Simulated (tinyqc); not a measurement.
Worked calculation: thermal, flicker and telegraph noise of a field-effect transistor. Computed by tinyqc, a small Python program that keeps every step. Command: `OMP_NUM_THREADS=1 python tinyqc.py 3027092 3027093 out.jsonl noise walk`. One thread of a shared host (Intel(R) Xeon(R) Processor @ 2.30GHz), about 0.01 s of CPU time with the checks. Intermediate numbers are printed to about 6 digits and carried at full precision; extremes and crossings named in words are read from the listed rows.

Strong inversion, threshold roll-off and channel-length modulation left out; noise sources are uncorrelated and are given as one-sided spectral densities. The drain voltage is 50 mV.

Inputs (values chosen for the exercise, modelled on a silicon n-channel): width W = 1.3 micrometre; length L = 780 nm; electrical oxide thickness t = 3.2 nm; mobility mu = 96 cm^2/(V s); overdrive V_ov = 0.64 V; oxide trap density N_t = 9.8e+15 1/(eV cm^3); oxide barrier phi = 2.5 eV; oxide mass m_ox = 0.42 m_0; frequency f = 30 Hz; temperature T = 200 K.

Operating region: linear. Flicker model: number fluctuation.

Constants: eps_0 = 8.8541878128e-12 F/m; hbar = 1.054571817e-34 J s; m_0 = 9.1093837015e-31 kg; e = 1.602176634e-19 C; k_B = 8.617333262e-05 eV/K; k_B = 1.380649e-23 J/K.

## Operating point

C_ox = 3.9 eps_0/t; I = mu C_ox (W/L) V_ov V_D; g_m = I/V_ov; g_d0 = I/V_D.

C_ox = 1.07910 microfarad/cm^2

drain current I = 5.52501 microampere

g_m = 8.63283 microsiemens

g_d0 = 110.500 microsiemens

## Flicker noise

Tunnelling length lambda = hbar/(2 sqrt(2 m_ox phi)); flat-band noise S_Vfb = e^2 k_B T lambda N_t/(W L C_ox^2 f). S_I = g_m^2 S_Vfb.

tunnelling length lambda = 0.952438 angstrom

S_Vfb = 1.16574e-13 V^2/Hz

flicker S_I = 8.68775e-24 A^2/Hz

flicker S_I/I^2 = 2.84604e-13 1/Hz

Caution: fewer than one trap per decade of time constant is active, so one device shows telegraph steps and the 1/f law is only a mean over many devices.

## Thermal noise and corner

Thermal: S_I = 4 k_B T g_d0; input-referred S_V = S_I/g_m^2; corner f_c where flicker equals thermal. Total input noise from 1 Hz to f_c: sqrt(S_V,thermal [f_c ln(f_c/1 Hz) + f_c - 1 Hz]).

thermal S_I = 1.22050e-24 A^2/Hz

input-referred thermal noise = 127.972 nV/sqrt(Hz)

corner frequency f_c = 213.546 Hz

input noise up to f_c = 4.71586 microvolt

full shot noise 2eI over thermal S_I = 1.45056

At f the noise is flicker dominated (f_c/f = 7.12).

## How many traps?

Active traps per decade of time constant: N_dec = N_t k_B T W L lambda ln(10); a single trap at the interface shifts the threshold by e/(W L C_ox) and the current by g_m times that; tunnelling depth for frequency f, z = lambda ln(1/(2 pi f tau_0)), tau_0 = 1e-10 s.

traps per decade = 0.0375595

threshold step of one trap = 0.0146423 mV

current step of one trap = 0.00228786 %

depth probed at f = 1.69408 nm

With fewer than one trap per decade the spectrum is not a smooth 1/f but a few Lorentzians, seen in time as telegraph steps, and S_Vfb is only the mean over many devices.

## Telling the models apart

The formulas are those given above.

Against the overdrive:
```
V_ov (V)  I (microampere)  (g_m/I)^2 (1/V^2)  S_I/I^2 (1/Hz)  S_I/g_m^2 (V^2/Hz)
0.20              1.72657            25.0000     2.91434e-12         1.16574e-13
0.25              2.15821            16.0000     1.86518e-12         1.16574e-13
0.32              2.76251             9.7656     1.13842e-12         1.16574e-13
0.40              3.45313             6.2500     7.28586e-13         1.16574e-13
0.50              4.31642             4.0000     4.66295e-13         1.16574e-13
0.63              5.43868             2.5195     2.93711e-13         1.16574e-13
0.80              6.90627             1.5625     1.82146e-13         1.16574e-13
1.00              8.63283             1.0000     1.16574e-13         1.16574e-13
```

S_I/I^2 falls as V_ov^-2.00 at first and V_ov^-2.00 at the end; (g_m/I)^2 as V_ov^-2.00 and V_ov^-2.00. The two run parallel and the input-referred noise is flat: the mark of pure number fluctuation.

Checks made by the program: g_m against a numerical derivative of I (relative difference below 1e-10).
